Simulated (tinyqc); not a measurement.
# IGBT as a p-i-n diode in series with a MOS channel, on-state and switching loss, step by step

Numbers from tinyqc (`OMP_NUM_THREADS=1 python tinyqc.py 2590060 2590061 out.jsonl`; about 0.01 s on one thread of a shared Intel Xeon 2.30GHz). Printed values are rounded.

High injection (n = p) in a drift layer from x = -W/2 (anode) to +W/2 (cathode side), recombination only in the layer with lifetime tau, ideal emitters. The channel feeds the cathode side and carries the whole current. Auger recombination, carrier-carrier scattering, emitter losses and the carrier dip under the p body are left out.

Parameters, values chosen for the exercise; material values close to those of silicon: temperature T = 300 K; band gap Eg = 1.1 eV; conduction-band density of states at T Nc = 2.81e19 cm^-3; valence-band density of states at T Nv = 2.67e19 cm^-3; electron mobility mn = 1400 cm^2/(V s); hole mobility mp = 480 cm^2/(V s); width of the drift layer W = 200 um; doping of the drift layer Nd = 3.5e13 cm^-3; high-injection lifetime tau = 4.5 us; current density J = 50 A/cm^2; channel and accumulation resistance Rch = 3.9 mohm cm^2; link voltage Vdc = 1200 V; turn-off energy per stored charge and link voltage ks = 0.13; switching frequency f = 2 kHz.

Constants: q = 1.602176634e-19 C, kB = 1.380649e-23 J/K, Vt = kB T/q. Results are converted to the units shown.

## Ambipolar length

b = mn/mp, B = (b - 1)/(b + 1), La = sqrt(2 Vt mn mp tau/(mn + mp)), y = W/(2 La).

b = 2.91667
B = 0.489362
La = 91.1956 um
y = 1.09654

## Carrier profile

2 x/W, point 0 to 8: -1  -0.75  -0.5  -0.25  0  0.25  0.5  0.75  1

n(x) = (tau J/(2 q La))[cosh(x/La)/sinh y - B sinh(x/La)/cosh y]. x/La = (2 x/W) y.

n, point 0 to 8 (cm^-3): 1.26450e17  9.93993e16  7.98656e16  6.63715e16  5.78966e16  5.37999e16  5.37717e16  5.78099e16  6.62198e16

The density is 1.91 times higher at the anode than at the cathode side, since holes are the slower carriers; its smallest listed value is 1540 times Nd.

## On-state voltage

n(x) = (tau J/(2 q La))[cosh(x/La)/sinh y - B sinh(x/La)/cosh y]. Vm = Vt [(8 b/(b + 1)^2)(sinh y/s) arctan(s sinh y) + B ln((1 + B tanh^2 y)/(1 - B tanh^2 y))], s = sqrt(1 - B^2 tanh^2 y); Vj = Vt ln(n(-W/2) n(W/2)/ni^2), ni = sqrt(Nc Nv) exp(-Eg/(2 Vt)), Eg in volts; Vc = J Rch; Von = Vm + Vj + Vc.

Vm = 0.0585128 V
Vj = 0.805207 V
Vc = 0.195 V
Von = 1.05872 V

Vm does not depend on J, since the carrier density grows with it. Junctions, layer and channel take 76, 5.5 and 18 % of Von.

## Stored charge, losses and the unipolar alternative

Stored charge tau J, turn-off energy Eoff = ks tau J Vdc, loss at half duty 0.5 J Von + f Eoff. A unipolar device on the same layer has Vu = J (W/(q mn Nd) + Rch).

stored charge = 225 uC/cm^2
Eoff = 35.1 mJ/cm^2
conduction loss = 26.4680 W/cm^2
switching loss = 70.2 W/cm^2
Vu = 127.573 V

Both losses would be equal at f = 0.754 kHz.
